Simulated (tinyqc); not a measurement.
Metal gate on a two-layer dielectric stack with fixed charge and a dipole: two steps of the calculation.

Gate, layer 2, layer 1, p-type semiconductor; x runs from the gate inwards. Charges are counted in units of +q. psi is the band bending at the surface, positive towards inversion. Classical charge, Boltzmann statistics, no interface traps.

Values chosen for this exercise; band and dielectric values close to those of silicon, layer 1 close to silicon dioxide, layer 2 close to hafnium oxide:
- T = 350 K (temperature)
- Eg = 1.11 eV (band gap)
- eps_r = 11.5 (relative permittivity)
- Nc = 3.49e19 cm^-3 (conduction-band density of states at T)
- Nv = 3.36e19 cm^-3 (valence-band density of states at T)
- chi = 4.03 eV (electron affinity)
- Na = 2.9e16 cm^-3 (acceptor density)
- pM = 4.18 eV (work function of the gate metal)
- t1 = 1 nm (thickness of layer 1, next to the semiconductor)
- e1 = 4.03 (relative permittivity of layer 1)
- t2 = 5.8 nm (thickness of layer 2, next to the gate)
- e2 = 21.4 (relative permittivity of layer 2)

Constants: q = 1.602176634e-19 C, kB = 1.380649e-23 J/K, Vt = kB T/q, eps0 = 8.8541878128e-14 F/cm where lengths are in cm. Results are converted to the units shown.

Task 1. Equivalent thickness and work-function difference. EOT = 3.9 (t1/e1 + t2/e2), Cox = eps0/(t1/e1 + t2/e2); phi_ms = pM - (chi + Eg - Vt ln(Nv/Na)).

Give: EOT; Cox; share of layer 1 in the EOT; phi_ms.

Result 1.

EOT = 2.0248 nm
Cox = 1.7055 uF/cm^2
share of layer 1 in the EOT = 47.796 %
phi_ms = -0.74722 V

Task 2. Threshold voltage. ni = sqrt(Nc Nv) exp(-Eg/(2 Vt)), Eg in volts, pB = Vt ln(Na/ni), Vth = Vfb + 2 pB + sqrt(4 q eps0 eps_r Na pB)/Cox.

Vfb = -0.82056327 V
Cox = 1.7054605 uF/cm^2

Find: ni; pB; depletion charge; Vth.

Result 2.

ni = 3.4909e11 cm^-3
pB = 0.34164 V
depletion charge = 0.080407 uC/cm^2
Vth = -0.090127 V

Computed by the program tinyqc: `OMP_NUM_THREADS=1 python tinyqc.py 2010167 2010168 out.jsonl`, one thread of a shared Intel Xeon 2.30GHz, about 0.01 s for the whole run.
